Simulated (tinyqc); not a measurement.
Worked calculation: UHF in the sto-3g basis, for BeH+, spin multiplicity 1. This run ends on a higher stationary point, not on the lowest solution. One step of it, computed by the program tinyqc.

Question. Iteration 2: building the Fock matrix. J_ij = sum D_kl (ij|kl) with D = D(alpha) + D(beta), K_ij = sum D_kl (ik|jl) for each spin; F = H + J - K(s); E = tr D H + tr D J / 2 - 0.5 sum_s tr D(s) K(s) + E_nn.

D(alpha) after iteration 1, order 1Be 1s, 1Be 2s, 1Be 2px, 1Be 2py, 1Be 2pz, 2H 1s:
$$\begin{pmatrix}
1.014850 & -0.068718 & -0.052367 & -0.034005 & -0.050916 & -0.086088 \\
-0.068718 & 0.312478 & 0.178328 & 0.115800 & 0.167907 & 0.267146 \\
-0.052367 & 0.178328 & 0.101943 & 0.066198 & 0.096007 & 0.152817 \\
-0.034005 & 0.115800 & 0.066198 & 0.042987 & 0.062344 & 0.099234 \\
-0.050916 & 0.167907 & 0.096007 & 0.062344 & 0.090420 & 0.143931 \\
-0.086088 & 0.267146 & 0.152817 & 0.099234 & 0.143931 & 0.229138
\end{pmatrix}$$

D(beta) after iteration 1, order 1Be 1s, 1Be 2s, 1Be 2px, 1Be 2py, 1Be 2pz, 2H 1s:
$$\begin{pmatrix}
1.014850 & -0.068718 & 0.052367 & 0.034005 & -0.050916 & -0.086088 \\
-0.068718 & 0.312478 & -0.178328 & -0.115800 & 0.167907 & 0.267146 \\
0.052367 & -0.178328 & 0.101943 & 0.066198 & -0.096007 & -0.152817 \\
0.034005 & -0.115800 & 0.066198 & 0.042987 & -0.062344 & -0.099234 \\
-0.050916 & 0.167907 & -0.096007 & -0.062344 & 0.090420 & 0.143931 \\
-0.086088 & 0.267146 & -0.152817 & -0.099234 & 0.143931 & 0.229138
\end{pmatrix}$$

core Hamiltonian H = T + V (hartree), order 1Be 1s, 1Be 2s, 1Be 2px, 1Be 2py, 1Be 2pz, 2H 1s:
$$\begin{pmatrix}
-8.151163 & -2.005973 & 0.000000 & 0.000000 & -0.009312 & -0.172649 \\
-2.005973 & -2.382321 & 0.000000 & 0.000000 & -0.094132 & -0.606344 \\
0.000000 & 0.000000 & -1.892584 & 0.000000 & 0.000000 & 0.000000 \\
0.000000 & 0.000000 & 0.000000 & -1.892584 & 0.000000 & 0.000000 \\
-0.009312 & -0.094132 & 0.000000 & 0.000000 & -1.957217 & -0.727725 \\
-0.172649 & -0.606344 & 0.000000 & 0.000000 & -0.727725 & -1.601905
\end{pmatrix}$$

Two-electron integrals (ij|kl) in chemists' order, unique and non-zero (hartree):
```
(11|11) 2.298831   (21|11) 0.392036   (21|21) 0.079539   (22|11) 0.570988
(22|21) 0.143041   (22|22) 0.417683   (31|31) 0.014607   (32|31) 0.021888
(32|32) 0.092265   (33|11) 0.569578   (33|21) 0.143083   (33|22) 0.417589
(33|33) 0.449859   (41|41) 0.014607   (42|41) 0.021888   (42|42) 0.092265
(43|43) 0.024249   (44|11) 0.569578   (44|21) 0.143083   (44|22) 0.417589
(44|33) 0.401360   (44|44) 0.449859   (51|51) 0.014607   (52|51) 0.021888
(52|52) 0.092265   (53|53) 0.024249   (54|54) 0.024249   (55|11) 0.569578
(55|21) 0.143083   (55|22) 0.417589   (55|33) 0.401360   (55|44) 0.401360
(55|55) 0.449859   (61|11) 0.032642   (61|21) 0.006621   (61|22) 0.012025
(61|33) 0.011948   (61|44) 0.011948   (61|51) 0.000602   (61|52) 0.001136
(61|55) 0.012185   (61|61) 0.000579   (62|11) 0.109404   (62|21) 0.027970
(62|22) 0.093300   (62|33) 0.089449   (62|44) 0.089449   (62|51) 0.003570
(62|52) 0.024803   (62|55) 0.100908   (62|61) 0.002581   (62|62) 0.036219
(63|31) 0.002120   (63|32) 0.010874   (63|53) 0.003923   (63|63) 0.002641
(64|41) 0.002120   (64|42) 0.010874   (64|54) 0.003923   (64|64) 0.002641
(65|11) 0.130113   (65|21) 0.033572   (65|22) 0.116643   (65|33) 0.109961
(65|44) 0.109961   (65|51) 0.005605   (65|52) 0.037929   (65|55) 0.129878
(65|61) 0.003187   (65|62) 0.050525   (65|65) 0.071659   (66|11) 0.283774
(66|21) 0.073599   (66|22) 0.275592   (66|33) 0.257647   (66|44) 0.257647
(66|51) 0.009186   (66|52) 0.086786   (66|55) 0.311080   (66|61) 0.006828
(66|62) 0.146020   (66|65) 0.213035   (66|66) 0.774606
```

nuclear repulsion = 1.13618295 hartree

Give: Coulomb J; exchange K(alpha); exchange K(beta); F(alpha); F(beta); total energy of this density.

Answer.

Coulomb J (hartree), order 1Be 1s, 1Be 2s, 1Be 2px, 1Be 2py, 1Be 2pz, 2H 1s:
$$\begin{pmatrix}
5.4937 & 1.0113 & 0.0000 & 0.0000 & 0.0228 & 0.0858 \\
1.0113 & 1.8662 & 0.0000 & 0.0000 & 0.1452 & 0.4666 \\
0.0000 & 0.0000 & 1.8494 & 0.0064 & 0.0000 & 0.0000 \\
0.0000 & 0.0000 & 0.0064 & 1.8437 & 0.0000 & 0.0000 \\
0.0228 & 0.1452 & 0.0000 & 0.0000 & 1.8964 & 0.5992 \\
0.0858 & 0.4666 & 0.0000 & 0.0000 & 0.5992 & 1.5466
\end{pmatrix}$$

exchange K(alpha) (hartree), order 1Be 1s, 1Be 2s, 1Be 2px, 1Be 2py, 1Be 2pz, 2H 1s:
$$\begin{pmatrix}
2.3056 & 0.4050 & 0.0010 & 0.0006 & -0.0007 & 0.0335 \\
0.4050 & 0.2738 & 0.0976 & 0.0634 & 0.1434 & 0.1901 \\
0.0010 & 0.0976 & 0.0969 & 0.0282 & 0.0583 & 0.0679 \\
0.0006 & 0.0634 & 0.0282 & 0.0718 & 0.0378 & 0.0441 \\
-0.0007 & 0.1434 & 0.0583 & 0.0378 & 0.1579 & 0.1823 \\
0.0335 & 0.1901 & 0.0679 & 0.0441 & 0.1823 & 0.3507
\end{pmatrix}$$

exchange K(beta) (hartree), order 1Be 1s, 1Be 2s, 1Be 2px, 1Be 2py, 1Be 2pz, 2H 1s:
$$\begin{pmatrix}
2.3056 & 0.4050 & -0.0010 & -0.0006 & -0.0007 & 0.0335 \\
0.4050 & 0.2738 & -0.0976 & -0.0634 & 0.1434 & 0.1901 \\
-0.0010 & -0.0976 & 0.0969 & 0.0282 & -0.0583 & -0.0679 \\
-0.0006 & -0.0634 & 0.0282 & 0.0718 & -0.0378 & -0.0441 \\
-0.0007 & 0.1434 & -0.0583 & -0.0378 & 0.1579 & 0.1823 \\
0.0335 & 0.1901 & -0.0679 & -0.0441 & 0.1823 & 0.3507
\end{pmatrix}$$

F(alpha) (hartree), order 1Be 1s, 1Be 2s, 1Be 2px, 1Be 2py, 1Be 2pz, 2H 1s:
$$\begin{pmatrix}
-4.9630 & -1.3997 & -0.0010 & -0.0006 & 0.0142 & -0.1204 \\
-1.3997 & -0.7899 & -0.0976 & -0.0634 & -0.0923 & -0.3298 \\
-0.0010 & -0.0976 & -0.1401 & -0.0218 & -0.0583 & -0.0679 \\
-0.0006 & -0.0634 & -0.0218 & -0.1208 & -0.0378 & -0.0441 \\
0.0142 & -0.0923 & -0.0583 & -0.0378 & -0.2188 & -0.3108 \\
-0.1204 & -0.3298 & -0.0679 & -0.0441 & -0.3108 & -0.4060
\end{pmatrix}$$

F(beta) (hartree), order 1Be 1s, 1Be 2s, 1Be 2px, 1Be 2py, 1Be 2pz, 2H 1s:
$$\begin{pmatrix}
-4.9630 & -1.3997 & 0.0010 & 0.0006 & 0.0142 & -0.1204 \\
-1.3997 & -0.7899 & 0.0976 & 0.0634 & -0.0923 & -0.3298 \\
0.0010 & 0.0976 & -0.1401 & -0.0218 & 0.0583 & 0.0679 \\
0.0006 & 0.0634 & -0.0218 & -0.1208 & 0.0378 & 0.0441 \\
0.0142 & -0.0923 & 0.0583 & 0.0378 & -0.2188 & -0.3108 \\
-0.1204 & -0.3298 & 0.0679 & 0.0441 & -0.3108 & -0.4060
\end{pmatrix}$$

total energy of this density = -14.555915 hartree
